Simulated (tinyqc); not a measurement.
Ballistic Schottky-barrier transistor with a two-dimensional channel, WKB contacts: two steps of the calculation.

Source Fermi level 0, drain Fermi level -Vd. Far from the contacts Ec = pn - psi, and the gate moves psi one to one; the band edges relax as exp(-x/lam) from pn at the source and pn - Vd at the drain; Ev = Ec - Eg. A carrier of energy w inside the channel band meets at a contact a barrier of height D (the contact edge beyond the channel edge): T = 1 for w >= D, else exp(-S), S = 4 lam sqrt(m/C) [sqrt(D - w) - sqrt(w) arctan sqrt((D - w)/w)], C = hbar^2/(2 m0). The two contacts combine as Ts Td/(Ts + Td - Ts Td).

Inputs (values chosen for the exercise); channel values close to those of an ultrathin silicon body with silicide contacts: temperature T = 250 K; barrier for electrons at both contacts pn = 0.38 eV; electron mass mn = 0.19 m0; valleys or subbands g = 2; screening length at the contacts lam = 2.1 nm; drain bias Vd = 0.3 V; band shift psi of the channel by the gate ps = 0.24 V; energy of one carrier inside the channel band w0 = 0.12 eV; upper end of the grid wm = 0.39 eV; points of the grid nE = 17.

Constants: q = 1.602176634e-19 C, kB = 1.380649e-23 J/K, hbar = 1.054571817e-34 J s, h = 6.62607015e-34 J s, m0 = 9.1093837015e-31 kg, Vt = kB T/q, hbar^2/(2 m0) = 0.0380998212 eV nm^2. Results are converted to the units shown.

Question 1. Transmission of one of the electrons. S and T at both contacts for w = w0, and the tunnelling distance lam ln(D/w) at the higher barrier.

D for electrons (eV): source 0.24000000, drain -0.06000000

Wanted: S at the source; S at the drain; combined T; tunnelling distance.

Answer 1.

S at the source = 1.3945
S at the drain = 0
combined T = 0.24796
tunnelling distance = 1.4556 nm

Question 2. Current of the electrons on a coarse grid. I/W = g (2 q^2/h) int T(w) [N(Es + w) - N(Ed + w)] dw with w the energy of motion along the channel, N(y) = (1/2 pi) sqrt(pi m kB T/C) Fm(-y/kB T), Fm(x) = (1/sqrt(pi)) int_0^infinity u^(-1/2)/(1 + exp(u - x)) du. Electrons: Ds = psi, Dd = psi - Vd, Es = Ec, Ed = Ec + Vd. Holes: Ds = -psi, Dd = Vd - psi, Es = -Ev, Ed = -Ev - Vd. The size of each current is taken; both flow from drain to source and add. Simpson's rule on nE equally spaced w from 0 to wm.

Wanted: w; Ts; Td; T; size of the supply difference; current.

Answer 2.

```
point  w (eV)        Ts     Td         T  size of the supply difference (1/um)
0      0.0000  1.021e-4  1.000  1.021e-4                                0.1391
1      0.0244  0.006345  1.000  0.006345                               0.04489
2      0.0488   0.02641  1.000   0.02641                               0.01448
3      0.0731   0.06988  1.000   0.06988                              0.004672
4      0.0975    0.1454  1.000    0.1454                              0.001507
5      0.1219    0.2580  1.000    0.2580                              4.862e-4
6      0.1462    0.4064  1.000    0.4064                              1.568e-4
7      0.1706    0.5813  1.000    0.5813                              5.059e-5
8      0.1950    0.7637  1.000    0.7637                              1.632e-5
9      0.2194    0.9232  1.000    0.9232                              5.264e-6
10     0.2437     1.000  1.000     1.000                              1.698e-6
11     0.2681     1.000  1.000     1.000                              5.477e-7
12     0.2925     1.000  1.000     1.000                              1.767e-7
13     0.3169     1.000  1.000     1.000                              5.699e-8
14     0.3412     1.000  1.000     1.000                              1.838e-8
15     0.3656     1.000  1.000     1.000                              5.929e-9
16     0.3900     1.000  1.000     1.000                              1.913e-9
```

current = 0.005616 uA/um

Range of the model: No scattering, image-force lowering, channel charge or band-to-band tunnelling; parabolic kappa overstates S deep in the gap.

Program tinyqc, `OMP_NUM_THREADS=1 python tinyqc.py 2390114 2390115 out.jsonl`; Intel Xeon 2.30GHz, shared host, one thread, about 0.2 s.
